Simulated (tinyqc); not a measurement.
Lorentz oscillators and the Kramers-Kronig relations, step by step. Values are carried at full precision from step to step, so a last printed digit may differ when a step is redone from the rounded ones.

eps(E) = 1 + sum_j S_j/(E0_j^2 - E^2 - i G_j E).

Constants: hbar c = 1973.269805 eV angstrom; hbar^2/2m0 = 3.80998211 eV angstrom^2; e^2/(4 pi eps0) = 14.39964547 eV angstrom.

Inputs chosen for the exercise:
- E0 = (2.89) eV (resonances)
- G = (0.45) eV (widths)
- S = (30.2) eV^2 (strengths)
- E = 4.36 eV (photon energy)
- h = 0.25 eV (grid step)
- M = 30 (grid points E_j = j h)
- i = 8 (grid index at which eps1 is wanted)

## Dielectric function at one energy

Evaluate each oscillator and the sum.

terms: -2.7408+0.5046i

eps(E) = -1.7408+0.5046i
eps(0) = 4.6159

## Optical constants

n + i k = sqrt(eps1 + i eps2) with k >= 0; R = ((n - 1)^2 + k^2)/((n + 1)^2 + k^2) at normal incidence from vacuum; alpha = 2 E k/(hbar c), times 1e8 for 1/cm; loss function Im(-1/eps) = eps2/(eps1^2 + eps2^2).

Convert eps at the photon energy E into the optical constants.

n = 0.1893
k = 1.3329
R = 0.7627
alpha = 5.89e+05 1/cm
loss function = 0.1536
vacuum wavelength hc/E (hc = 1239.841984 eV nm) = 284.4 nm

The intensity falls to 1/e within 17 nm. eps1 is negative, so k exceeds n, as in a metal below its plasma energy; R is 0.76.

## Absorptive part on the grid

Tabulate eps2 at E_j = j h.

eps2(E_j), j = 1 .. M: 0.0494  0.1034  0.1677  0.2505  0.3660  0.5408  0.8316  1.3761  2.5811  5.9768  17.3432  18.1824  6.2874  2.6912  1.4373  0.8806  0.5897  0.4198  0.3126  0.2408  0.1905  0.1539  0.1266  0.1057  0.0893  0.0763  0.0658  0.0572  0.0501  0.0442

## eps1 at one grid point

Kramers-Kronig: eps1(E) = 1 + (2/pi) P integral_0^infinity E1 eps2(E1)/(E1^2 - E^2) dE1. Maclaurin rule on the grid E_j = j h, j = 1 .. M: eps1(E_i) = 1 + (4 h/pi) sum over j with j - i odd of E_j eps2(E_j)/(E_j^2 - E_i^2); nothing is added above E_M.

List the terms E_j eps2_j/(E_j^2 - E_i^2) for j - i odd, add them and form eps1.

terms in order of j (1/eV): -0.0031  -0.0366  -0.1877  -1.5522  5.4659  13.3878  3.1138  0.5357  0.1782  0.0800  0.0424  0.0250  0.0159  0.0107  0.0075

sum = 21.083 1/eV
eps1(E_i) = 7.711

The oscillator formula gives 7.655 at E_i = 2 eV. The rule samples every 2h = 0.5 eV against a narrowest width of 0.45 eV and stops at 7.5 eV; coarse sampling and the missing tail make the difference.

## The f-sum on the grid

W(E_M) = (2/pi) h sum_j E_j eps2_j, with half weight on the last point; the full integral equals sum S_j = (hbar omega_p)^2, and the electron density follows from (hbar omega_p)^2 = 8 pi c (e^2/(4 pi eps0)) N with c = hbar^2/2m0.

W(E_M) = 28.71 eV^2
sum S = 30.20 eV^2
share reached on this grid (a step near the line widths can inflate it) = 0.951
hbar omega_p = 5.495 eV
N = 2.19e+22 1/cm^3

## Checks

- The value of eps1 at 4.388 eV from a fine, long grid (with the tail of eps2 ~ 1/E^3 added) against the oscillator formula: both -1.68.

Computed by tinyqc, a small Python program: `OMP_NUM_THREADS=1 python tinyqc.py 1681889 1681890 out.jsonl` (the numbers bound the seed that draws the inputs); one thread of a shared host (Intel(R) Xeon(R) Processor @ 2.30GHz), about 0.2 s for the whole set of steps.
